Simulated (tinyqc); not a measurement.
Gated graphene: carriers, quantum capacitance and optical conductivity: sweeps and comparisons. A value that a table varies takes the place of the one given here.

Cones E = +/- hv |k|, four flavours, D(E) = 2|E|/(pi hv^2). n = (2/pi)(kT/hv)^2 F_1(mu/kT), p = (2/pi)(kT/hv)^2 F_1(-mu/kT), in 1/angstrom^2 (1e16 for 1/cm^2); F_1(eta) = integral_0^infinity x dx/(1 + exp(x - eta)). Cq/e^2 = d(n - p)/d mu = (2 kT/(pi hv^2)) ln(2 + 2 cosh(mu/kT)).

Gate: V = mu/e + e (n - p)/Cox with Cox/e^2 = k/(4 pi e2 t), t in angstrom, e2 = e^2/(4 pi eps0); 1/(eV angstrom^2) in C/e^2 equals 1602.176634 microfarad/cm^2; total 1/C = 1/Cox + 1/Cq.

Conductivity over sigma0 = e^2/(4 hbar): interband Re = sinh(E/2kT)/(cosh(mu/kT) + cosh(E/2kT)); intraband Re = (8 kT/pi) ln(2 cosh(mu/2kT)) Gm/(E^2 + Gm^2). A free sheet absorbs about pi alpha_f Re(sigma/sigma0), alpha_f the fine-structure constant (alpha among the constants).

Constants: kB = 8.617333262e-05 eV/K; e^2/(4 pi eps0) = 14.39964547 eV angstrom; fine-structure constant alpha = 0.007297352564.

Values chosen for the exercise (Fermi velocity near that of graphene, gate dielectric near SiO2; the results hold for these values, not for the real material):
- hv = 6.59 eV angstrom (hbar vF)
- T = 150 K
- k = 3.74 (dielectric constant of the gate layer)
- t = 285 nm (its thickness)
- Gm = 20 meV (intraband damping)
- V = 26.96 V (gate voltage from the neutrality point)

## Gate sweep

Results:
```
V (V)  mu (eV)  n - p (1/cm^2)  n + p (1/cm^2)  Cq (microfarad/cm^2)  C/Cox  Cox V/e (1/cm^2)
0       0.0000               0        4.03e+10                 0.421  0.973                 0
0.81    0.0194        5.73e+10        6.77e+10                 0.577  0.980          5.87e+10
2.2     0.0402        1.57e+11        1.59e+11                 0.971  0.988          1.60e+11
5.4     0.0688        3.87e+11        3.87e+11                  1.62  0.993          3.92e+11
11      0.1012        7.90e+11        7.90e+11                  2.38  0.995          7.98e+11
19      0.1346        1.37e+12        1.37e+12                  3.16  0.996          1.38e+12
27      0.1613        1.95e+12        1.95e+12                  3.79  0.997          1.96e+12
40      0.1971        2.89e+12        2.89e+12                  4.63  0.997          2.90e+12
59      0.2400        4.26e+12        4.26e+12                  5.64  0.998          4.28e+12
```

What does this show?

At neutrality n + p = 4.03e+10 1/cm^2 of thermal carriers remain and C/Cox = 0.973; at the last row C/Cox = 0.998 and the plain capacitor rule overstates n - p by 0.4 %. Between the last two rows mu goes as V^0.51; for |mu| well above kT the limits are 1/2 where Cox is small against Cq and 1 where it is large.

## Absorption spectrum

mu = 0.16114 eV

Results:
```
E (eV)  interband  intraband  absorption (%)
0.032      0.0000     2.8816           6.606
0.064      0.0000     0.9127           2.092
0.113      0.0003     0.3116           0.715
0.161      0.0019     0.1559           0.362
0.226      0.0236     0.0797           0.237
0.274      0.1338     0.0544           0.431
0.322      0.4973     0.0394           1.230
0.371      0.8681     0.0297           2.058
0.419      0.9768     0.0233           2.293
0.516      0.9994     0.0154           2.327
0.645      1.0000     0.0099           2.315
0.967      1.0000     0.0044           2.303
```

How do the results move?

The edge lies at 2|mu| = 0.322 eV and, for |mu| above about 3 kT (here 12.5), rises from 10 % to 90 % over about 8.8 kT = 0.114 eV. The absorption is lowest, 0.237 %, at 0.226 eV of those listed, between the Drude tail and the edge; at the last row it is 2.303 % against pi alpha_f = 2.293 %. The thin-sheet formula fails where the absorption is large, and trigonal warping matters above about 1.5 eV.

## What moves the Fermi level

All results formed anew. Each row changes one parameter from the base and keeps the others.

Results:
```
case                   mu (eV)  n - p (1/cm^2)   C/Cox
base                    0.1611       1.943e+12  0.9969
V = 35.048 V            0.1842       2.528e+12  0.9973
t = 199.5 nm            0.1931       2.773e+12  0.9964
k = 4.49                0.1768       2.332e+12  0.9967
hv = 7.25 eV angstrom   0.1775       1.942e+12  0.9966
T = 250 K               0.1581       1.944e+12  0.9969
```

What can be read from the table?

The largest shifts from the base row, up to three for each result and ties (the steps differ in size, so this ranks the rows, not the parameters). mu (eV): t +0.0320, V +0.0231, hv +0.0164. n - p (1/cm^2): t +8.30e+11, V +5.85e+11, k +3.88e+11. C/Cox: t -0.0006, V +0.0004, hv -0.0003, k -0.0003; unchanged at the printed digits by T.

tinyqc: `OMP_NUM_THREADS=1 python tinyqc.py 1682613 1682614 out.jsonl`; about 0.01 s, one thread, shared Intel(R) Xeon(R) Processor @ 2.30GHz.
